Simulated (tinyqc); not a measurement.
Single-oscillator infrared dielectric function of a polar cubic crystal. Changing the phonon damping. Computed by tinyqc, a small Python program. Command: `OMP_NUM_THREADS=1 python tinyqc.py 3006141 3006142 out.jsonl infrared sweep`. One thread of a shared host (Intel(R) Xeon(R) Processor @ 2.30GHz), about 0.01 s of CPU time with the checks.

One ion pair, charges +Z* and -Z*, in a cell of volume Omega = a^3/4. Frequencies omega are given as wavenumbers (1/cm); eps_s is the static dielectric constant.

Inputs (values chosen for the exercise, modelled on gallium arsenide): lattice constant a = 5.653 angstrom; mass M_A = 69.72 u; mass M_B = 74.92 u; omega_TO = 267 1/cm; Born charge Z* = 2.13 e; eps_inf = 10.7; probe frequency / omega_TO = 1.39.

Structure: zinc blende. Free carriers: absent.

Constants: nu for 1 eV/(angstrom^2 u) = 15.6333042 THz; 1 THz = 33.35640952 1/cm; e^2/(4 pi eps_0) = 14.39964548 eV angstrom.

Method:
- mu = M_A M_B/(M_A + M_B); ionic plasma term W^2 = 4 pi Z*^2 (e^2/(4 pi eps_0))/(Omega mu) in eV/(angstrom^2 u), turned into 1/cm by W = 15.6333042 x 33.35640952 x sqrt(W^2); omega_LO^2 = omega_TO^2 + W^2/eps_inf; eps_s = eps_inf + W^2/omega_TO^2; Szigeti charge 3 Z*/(eps_inf + 2); longitudinal (Callen) charge Z*/eps_inf.
- eps(omega) = eps_inf + W^2/(omega_TO^2 - omega^2 - i gamma omega); n + i k = sqrt(eps) with k >= 0; R = |(n + i k - 1)/(n + i k + 1)|^2 at normal incidence from vacuum.
- omega is the probe ratio times omega_TO. Intensity decays over 1/(4 pi omega k); the loss function is Im(-1/eps).

One run for each value:
```
phonon damping gamma (1/cm)  reflectivity R        k       n   Im eps  penetration depth of the intensity (micrometre)
0.53                                0.24237  0.00104  2.9394  0.00610                                           2067.2
1.10                                0.24237  0.00215  2.9394  0.01266                                            996.1
2.20                                0.24238  0.00430  2.9395  0.02531                                            498.1
4.60                                0.24240  0.00900  2.9396  0.05289                                            238.4
19.00                               0.24296  0.03672  2.9435  0.21616                                             58.4
39.00                               0.24474  0.07246  2.9561  0.42838                                             29.6
80.00                               0.25075  0.12788  2.9999  0.76724                                             16.8
```

Give the missing row, phonon damping gamma (1/cm) = 9.40.

Computed row:
```
phonon damping gamma (1/cm)  reflectivity R        k       n   Im eps  penetration depth of the intensity (micrometre)
9.40                                0.24251  0.01834  2.9404  0.10785                                            116.9
```

Interpolating between the two neighbouring rows (the first column on a logarithmic scale, the others too where they are positive) misses most in penetration depth of the intensity (micrometre), by 0.36 %. Over the rows, reflectivity R rises from 0.242 to 0.251; k rises from 0.00104 to 0.128 (exponent d ln y / d ln x 1.00 between the first rows and 0.79 between the last); n rises from 2.94 to 3.00. Away from the resonance the phonon part of Im eps is proportional to gamma; inside a band of negative Re eps damping lets energy in and lowers R.
